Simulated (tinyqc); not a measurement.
# MOS structure on a p-type body, non-linear Poisson equation by Newton steps: what changes with what

One dimension, insulator interface at x = 0, acceptor density Na, uniform, net doping C = -(acceptor density). psi is counted from the intrinsic level: n = ni exp((psi - Vb)/Vt), p = ni exp(-psi/Vt); deep in the body psi_b = -Vt ln(Na/ni). The gate acts through Cox = eps0 eox/tox and has the potential psi_G = Vg - (phiM - chi - Vt ln(Nc/ni)). Boltzmann statistics, full ionisation, classical densities, no oxide or interface charge.

Parameters, values chosen for the exercise; band and dielectric values close to those of silicon: temperature T = 300 K; band gap Eg = 1.14 eV; relative permittivity eps_r = 11.7; conduction-band density of states at T Nc = 2.76e19 cm^-3; valence-band density of states at T Nv = 2.65e19 cm^-3; electron affinity chi = 4.02 eV; acceptor density deep in the body Na = 4.2e16 cm^-3; relative permittivity of the gate insulator (close to silicon nitride) eox = 7.32; insulator thickness tox = 5.4 nm; gate work function phiM = 4.41 eV; electron quasi-Fermi potential against the body Vb = 1.2 V.

Constants: q = 1.602176634e-19 C, kB = 1.380649e-23 J/K, Vt = kB T/q, eps0 = 8.8541878128e-14 F/cm where lengths are in cm. Results are converted to the units shown.

Each table varies one quantity; the others keep the values above.

## Charge and capacitance against gate voltage

ni = sqrt(Nc Nv) exp(-Eg/(2 Vt)), Eg in volts. The Poisson equation d/dx(eps0 eps_r dpsi/dx) = -q (p - n + C), with eps0 eps_r dpsi/dx = -Cox (psi_G - psi_0) at x = 0, is solved on a mesh of about 600 nodes or more. N_inv is the integral of n less its value deep in the body. C_LF = Cox (1 - dpsi_0/dVg) with all carriers following; C_HF is the same with the electron quasi-Fermi level shifting uniformly so that N_inv stays fixed. The centroid is that of the same excess.

Charge and capacitance against gate voltage:
```
Vg (V),psi_0 - psi_b (V),N_inv (cm^-2),C_LF/Cox,C_HF/Cox,centroid (nm)
1.2,1.66,1.07e4,0.0371,0.0371,1.80
1.38,1.83,8.38e6,0.0354,0.0353,1.71
1.56,2.00,6.42e9,0.0633,0.0338,1.63
1.74,2.12,4.58e11,0.669,0.0330,1.44
1.92,2.16,1.50e12,0.846,0.0329,1.19
2.09,2.18,2.62e12,0.897,0.0329,1.03
2.27,2.20,3.84e12,0.924,0.0330,0.899
```

What does the table show?

N_inv goes from 10700 to 3.84e12 cm^-2 and passes 2e11 cm^-2 at Vg = 1.68 V. Below threshold it takes 62.4 mV a decade between Vg = 1.38 and 1.56 V, against Vt ln 10 = 59.5 mV. C_LF/Cox is lowest, 0.0354, at Vg = 1.38 V among the rows listed and ends at 0.924, while C_HF/Cox ends at 0.0330. Between the last two rows q dN_inv/dVg is 0.911 Cox. Where the classical centroid is under about 2 nm, confinement would move the charge away from the interface and raise the threshold. Above about 2e12 cm^-2 degeneracy matters too.

## Effect of the electron quasi-Fermi potential against the body on threshold, swing and body effect

VT is the Vg at which N_inv = 2e11 cm^-2. m = 1/(dpsi_0/dVg) at N_inv = 1e8 cm^-2; the swing is the Vg between N_inv = 1e8 and 1e9 cm^-2; body coefficient [VT(Vb + 0.05 V) - VT(Vb)]/0.05 V - 1.

Effect of the electron quasi-Fermi potential against the body on threshold, swing and body effect:
```
Vb (V),VT (V),psi_0 - psi_b at VT (V),m - 1,swing (mV/decade),body coefficient
0,0.420,0.885,0.0612,64.5,0.0669
0.3,0.738,1.19,0.0507,63.5,0.0559
0.6,1.05,1.49,0.0442,62.9,0.0488
0.9,1.37,1.79,0.0398,62.5,0.0438
1.2,1.68,2.10,0.0365,62.2,0.0400
1.5,1.99,2.40,0.0339,62.0,0.0370
1.8,2.30,2.70,0.0318,61.8,0.0346
```

What does the comparison show?

As Vb goes from 0 to 1.8, VT rises from 0.420 to 2.30 V, the swing falls from 64.5 to 61.8 mV/decade and the body coefficient falls from 0.0669 to 0.0346. The swing stays within 2.0 % of m Vt ln 10, and the body coefficient within 0.0056 of m - 1.

tinyqc, about 0.3 s, one thread, Intel Xeon 2.30GHz (shared host): `OMP_NUM_THREADS=1 python tinyqc.py 2080003 2080004 out.jsonl`
